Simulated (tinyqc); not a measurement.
The same layer on three faces: model-solid line-up of a strained alloy layer on a substrate.

All values of the alloy are linear in x but the gap, Eg(x) = (1 - x) Eg_A + x Eg_B - C x (1 - x), and the valence edge, Ev(x) = (1 - x) Ev_A + x Ev_B + fv C x (1 - x); Ec = Ev + Eg. Ev is the top of the unstrained valence band on a scale common to all materials. In the layer only the Gamma valley of the conduction band is followed, also where an X or L valley would lie lower.

Coherent growth: e_par = (a_s - a)/a. (001): e_perp = -2 (C12/C11) e_par; exx = eyy = e_par, ezz = e_perp, no shear. (111): e_perp = -(2 C11 + 4 C12 - 4 C44)/(C11 + 2 C12 + 4 C44) e_par; exx = eyy = ezz = (2 e_par + e_perp)/3 and exy = eyz = ezx = (e_perp - e_par)/3. (110): e_perp = -(C11 + 3 C12 - 2 C44)/(C11 + C12 + 2 C44) e_par; exx = eyy = (e_par + e_perp)/2, ezz = e_par, exy = (e_perp - e_par)/2, eyz = ezx = 0.

Strained edges: Ec + ac tr(e); the valence edges are Ev plus the levels of the 6 x 6 matrix of X, Y, Z times spin with -Dso/3 + l exx + m (eyy + ezz) on the diagonal (cyclic), n exy off it, l = av + 2 b, m = av - b, n = sqrt(3) d. Spin-orbit term (Dso/3) L.sigma on X, Y, Z with (L_k)_ij = -i epsilon_kij: <X+|H|Y+> = -i Dso/3, <X+|H|Z-> = Dso/3, <Y+|H|Z-> = -i Dso/3, <Z+|H|X-> = -Dso/3, <Z+|H|Y-> = i Dso/3, <X-|H|Y-> = i Dso/3, and their conjugates; + and - are the spin along z.

Parameters, chosen for this exercise (A near InAs, B near GaAs, substrate near InP; not measured data): a = (6.054, 5.661) angstrom (lattice constant of A, B); Eg = (0.422, 1.511) eV (gap at Gamma to the s-like level of A, B); Dso = (0.392, 0.339) eV (spin-orbit splitting of A, B); Ev = (-0.59, -0.79) eV (top of the unstrained valence band of A, B); ac = (-5.02, -7.17) eV (conduction deformation potential of A, B); av = (1, 1.16) eV (valence hydrostatic potential of A, B); b = (-1.78, -2.02) eV (tetragonal shear potential of A, B); d = (-3.65, -4.87) eV (trigonal shear potential of A, B); C11 = (84, 120.4) GPa (of A, B); C12 = (45.7, 56.6) GPa (of A, B); C44 = (39.8, 60.8) GPa (of A, B); C = 0.398 eV (bowing of the gap); fv = 0 (share of the bowing taken by the valence edge); a_s = 5.863 angstrom (substrate); x = 0.61 (fraction of B).

Composition and substrate are kept.

Cases:
```
face
(001)
(111)
(110)
```

Rank the cases by gap (eV), lowest first.

Answer: (111), (110), (001).

Results:
```
face   e_perp (%)  tr(e) (%)  shift of Ec (meV)  shift of Ev (meV)  valence splitting (meV)  gap (eV)
(001)      -0.826      0.850              -53.8               46.6                     69.3    0.8912
(111)      -0.420      1.256              -79.5               50.9                     69.0    0.8612
(110)      -0.502      1.174              -74.3               50.1                     69.2    0.8672
```

The layer yields most along the normal on (001) and least on (111), so the volume change, and with it the shift of Ec, is largest on (111). The valence splitting, set by b on (001), by d on (111) and by both on (110), is largest on (001). The gaps span 30 meV, from (111) to (001).

(tinyqc, `OMP_NUM_THREADS=1 python tinyqc.py 1081476 1081477 out.jsonl`, Intel(R) Xeon(R) Processor @ 2.30GHz, 1 thread, shared host, about 0.02 s.)
